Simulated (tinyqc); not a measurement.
Out-diffusion of a doped substrate or buried layer into a growing epitaxial film: one step, computed by the program tinyqc. Command: `OMP_NUM_THREADS=1 python tinyqc.py 3026713 3026714 out.jsonl buried walk`. One thread of a shared host (Intel(R) Xeon(R) Processor @ 2.30GHz), about 0.01 s of CPU time with the checks.

x is counted from the original substrate surface into the film, whose surface moves as x = v t. Substrate dopant has one diffusivity; the dopant of the film is taken as uniform.

Problem. Moving boundary against the simple erfc. For a surface that grows from dopant-free material and loses none by evaporation, with u = x/l and s = G - u: C/C_s = (1/2) [erfc(u) + (1 + 4 G (G + s)) exp(4 G s) erfc(G + s) - (4G/sqrt(pi)) exp(-u^2)]; for large G it tends to (1/2) erfc(u). Early in the growth G = sqrt(v x_s/(4 D)) for the thickness x_s reached so far; rows give C at the interface (u = 0) and at the surface (u = G).

Inputs (values chosen for the exercise, modelled on antimony in silicon): substrate concentration C_s = 2.3e+19 1/cm^3; growth rate v = 0.22 um/min; growth temperature T = 1050 C.

Film doping: same type as the substrate.

diffusivity D = 5.546075e-15 cm^2/s

Give: The first stage of growth.

Solution.

The first stage of growth:

| G | C/C_s at the interface | C at the surface (1/cm^3) | simple erfc there (1/cm^3) | ratio | thickness x_s (nm) |
|---|---|---|---|---|---|
| 0.10 | 0.82403 | 1.8252e+19 | 1.0207e+19 | 1.7883 | 6.0503e-03 |
| 0.25 | 0.67967 | 1.2630e+19 | 8.3222e+18 | 1.5176 | 3.7814e-02 |
| 0.50 | 0.57719 | 6.4368e+18 | 5.5143e+18 | 1.1673 | 1.5126e-01 |
| 0.75 | 0.53808 | 3.0267e+18 | 3.3217e+18 | 0.9112 | 3.4033e-01 |
| 1.00 | 0.52090 | 1.3062e+18 | 1.8089e+18 | 0.7221 | 6.0503e-01 |
| 1.50 | 0.50794 | 1.8460e+17 | 3.8979e+17 | 0.4736 | 1.3613e+00 |
| 2.00 | 0.50373 | 1.7610e+16 | 5.3794e+16 | 0.3274 | 2.4201e+00 |
| 2.50 | 0.50202 | 1.1073e+15 | 4.6799e+15 | 0.2366 | 3.7814e+00 |
| 3.00 | 0.50121 | 4.5087e+13 | 2.5404e+14 | 0.1775 | 5.4452e+00 |

Caution: rows with a thickness or a length l = x_s/G below about 1 nm are formal for a continuum model.
